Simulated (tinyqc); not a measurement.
Worked calculation: CIS and TDHF on RHF in the sto-6g basis, frozen core, for BeH+, spin multiplicity 1. One step of it, computed by the program tinyqc.

Task: CIS matrix, triplets. A(ia,jb) = (e_a - e_i) d_ij d_ab - (ij|ab).

orbital energies (hartree): MO1 -5.085940, MO2 -0.722585, MO3 -0.262946, MO4 -0.143375, MO5 -0.143375, MO6 0.292589

Two-electron integrals over orbitals (pq|rs), unique and non-zero (hartree); the lowest 1 orbital is frozen and left out:
```
(22|22) 0.521791    (32|22) -0.066621   (32|32) 0.036276    (33|22) 0.319137
(33|32) 0.030023    (33|33) 0.466126    (42|42) 0.042616    (43|42) 0.031119
(43|43) 0.051973    (44|22) 0.365069    (44|32) 0.021095    (44|33) 0.398598
(44|44) 0.450117    (52|52) 0.042616    (53|52) 0.031119    (53|53) 0.051973
(54|54) 0.024258    (55|22) 0.365069    (55|32) 0.021095    (55|33) 0.398598
(55|44) 0.401601    (55|55) 0.450117    (62|22) 0.055090    (62|32) -0.047002
(62|33) -0.027816   (62|44) -0.058049   (62|55) -0.058049   (62|62) 0.123477
(63|22) -0.055800   (63|32) 0.030558    (63|33) 0.056638    (63|44) 0.018494
(63|55) 0.018494    (63|62) -0.047690   (63|63) 0.048123    (64|42) -0.029560
(64|43) -0.014172   (64|64) 0.026230    (65|52) -0.029560   (65|53) -0.014172
(65|65) 0.026230    (66|22) 0.519536    (66|32) -0.065347   (66|33) 0.348566
(66|44) 0.370258    (66|55) 0.370258    (66|62) 0.083693    (66|63) -0.055668
(66|66) 0.556683
```

Give: CIS matrix A, triplet.

Result:

CIS matrix A, triplet (hartree), lower triangle:
```
        2>3     2>4     2>5     2>6
2>3  0.1405
2>4  0.0000  0.2141
2>5  0.0000  0.0000  0.2141
2>6  0.0558  0.0000  0.0000  0.4956
```
